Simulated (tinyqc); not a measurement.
Convergence with the mesh: Koster-Slater impurity in an sp3s* host.

sp3s* tight binding, nearest neighbours only: anion (a) at 0, cation (c) at a/4 (1,1,1), orbitals s, px, py, pz, s* on each; k in units of 2 pi/a. With phases e_j = exp(i (pi/2) k.n_j) for n = (1,1,1), (1,-1,-1), (-1,1,-1), (-1,-1,1): g0 = (e1+e2+e3+e4)/4, g1 = (e1+e2-e3-e4)/4, g2 = (e1-e2+e3-e4)/4, g3 = (e1-e2-e3+e4)/4. The diagonal holds the levels Esa, Epa, Exa (s*) and Esc, Epc, Exc. Anion-cation block: <sa|sc> = Vss g0; <sa|xc> = Vsapc g1; <xa|sc> = -Vscpa g1; <xa|xc> = Vxx g0; <xa|yc> = <ya|xc> = Vxy g3, <xa|zc> = <za|xc> = Vxy g2, <ya|zc> = <za|yc> = Vxy g1; <s*a|xc> = Vxapc g1; <xa|s*c> = -Vpaxc g1; y and z take g2 and g3 in place of g1; s-s* and s*-s* vanish.

A defect on a cation site (c) shifts the s level there by Vs or the three p levels by Vp and leaves the rest. A level in the gap solves 1/Vs = G_s(E) (symmetry A1) or 1/Vp = G_p(E) (T2, threefold), with G(E) = (1/N^3) sum over k and bands of w/(E - e), where w is the weight of the state on the s orbital of that site, or the mean weight on its px, py, pz. Mesh: k = f1 (-1,1,1) + f2 (1,-1,1) + f3 (1,1,-1), f = (j + 1/2)/N, j = 0 to N - 1. Energies from the top of the valence band at Gamma; the s* orbital of the site is left as it is. An infinite shift removes the s or p orbitals, the model of the ideal vacancy: G(E) = 0.

Parameters, chosen for this exercise (out of a larger set: near a published set for InP; not measured data): p = (-8.498, 0.877, -1.482, 4.022, 8.229, 7.078, -5.335, 1.884, 4.264, 2.214, 5.56, 3.472, 4.453) eV (order Esa, Epa, Esc, Epc, Exa, Exc, Vss, Vxx, Vxy, Vsapc, Vscpa, Vxapc, Vpaxc); V = -10.5 eV (shift of the p levels).

Eg (smallest gap of the host) = 1.39952 eV

The same level (G_p = 1/V) on meshes of growing size; a dash: no level from 0 to Eg.

Mesh:

| N | points | G_p(Eg/2) (1/eV) | level (eV) |
|---|---|---|---|
| 2 | 8 | -0.11175 | 0.5751 |
| 3 | 27 | -0.11223 | 0.5697 |
| 4 | 64 | -0.11227 | 0.5689 |
| 6 | 216 | -0.11227 | 0.5687 |
| 8 | 512 | -0.11227 | 0.5687 |

What does the comparison show, and why?

Against N = 8, G at mid-gap is off by +0.00051 at N = 2 and 0.00000 1/eV at N = 6; the level moves by 0.0 meV from N = 6 to 8. Errors in G are magnified in the level by 1/|dG/dE|, and a level near a band edge needs the finest mesh, since the sum there is ruled by few points.

Program tinyqc; command `OMP_NUM_THREADS=1 python tinyqc.py 1482607 1482608 out.jsonl`; about 0.05 s on one thread of a shared Intel(R) Xeon(R) Processor @ 2.30GHz.
